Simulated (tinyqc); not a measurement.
Charge-trap memory cell: two steps of the calculation.

Channel, tunnel oxide, storage layer, blocking layer, gate. N electrons per area sit in a sheet at the centroid and shift the threshold by U = (q/eps0) N (tb/eb + xc tn/en). EOT = t1 + 3.9 (tn/en + tb/eb); tunnel field F = (Vg - U)/EOT; dN/dt = eta (J/q)(1 - N/Nm). Fowler-Nordheim: J = A F^2 exp(-B/F), A = q^2/(16 pi^2 hbar mo phi) (times 1e14 for A/cm^2 with F in V/nm, emitter mass m0), B = (4/3) sqrt(mo/C) phi^1.5, C = hbar^2/(2 m0).

Inputs (values chosen for the exercise); oxide values close to those of silicon dioxide, storage layer close to silicon nitride, blocking layer close to silicon dioxide: tunnel barrier phi = 3.06 eV; tunnelling mass mo = 0.4 m0; tunnel oxide (permittivity 3.9) t1 = 4.5 nm; storage layer tn = 6.3 nm; its relative permittivity en = 7.3; blocking layer tb = 7.2 nm; its relative permittivity eb = 3.9; charge centroid, share of tn counted from the blocking side xc = 0.6; capture efficiency of an empty layer eta = 0.6; trap density Nm = 7.8e12 cm^-2; storage temperature T = 473 K; shallowest trap depth E1 = 0.97 eV; deepest trap depth E2 = 2.04 eV; attempt frequency nu = 1e13 1/s; gate voltage less flat band and surface potential Vg = 16.6 V.

Constants: q = 1.602176634e-19 C, kB = 1.380649e-23 J/K, hbar = 1.054571817e-34 J s, m0 = 9.1093837015e-31 kg, Vt = kB T/q, eps0 = 8.8541878128e-14 F/cm where lengths are in cm, hbar^2/(2 m0) = 0.0380998212 eV nm^2. Results are converted to the units shown.

Question 1. Constants of the stack. EOT, the shift for 1e12 electrons per cm^2, the shift with all traps full, and the starting field, current and rate.

Wanted: EOT; shift for 1e12 cm^-2; shift with all traps full; F(0); J(0); dN/dt at the start.

Answer 1.

EOT = 15.07 nm
shift for 1e12 cm^-2 = 0.4278 V
shift with all traps full = 3.337 V
F(0) = 1.102 V/nm
J(0) = 0.1173 A/cm^2
dN/dt at the start = 4.394e17 cm^-2 s^-1

Question 2. Retention after ten years. Retention: filled traps are spread evenly in depth from E1 to E2, and each empties at the rate nu exp(-E/kB T). The share left is the mean of exp(-nu t exp(-E/kB T)) = [kB T/(E2 - E1)] [E1x(nu t exp(-E2/kB T)) - E1x(nu t exp(-E1/kB T))], E1x the exponential integral; traps shallower than about Ed = kB T ln(nu t) are empty. t = 3.15576e8 s.

Give: Ed; share left; loss a decade while Ed lies between E1 and E2, kB T ln 10/(E2 - E1).

Answer 2.

Ed = 2.018 eV
share left = 0.01804
loss a decade while Ed lies between E1 and E2, kB T ln 10/(E2 - E1) = 0.08771

Range of the model: The Fowler-Nordheim form needs F t1 above phi; trap-assisted paths and leakage through the blocking layer are left out.

Program tinyqc, `OMP_NUM_THREADS=1 python tinyqc.py 2130006 2130007 out.jsonl`; Intel Xeon 2.30GHz, shared host, one thread, about 0.04 s.
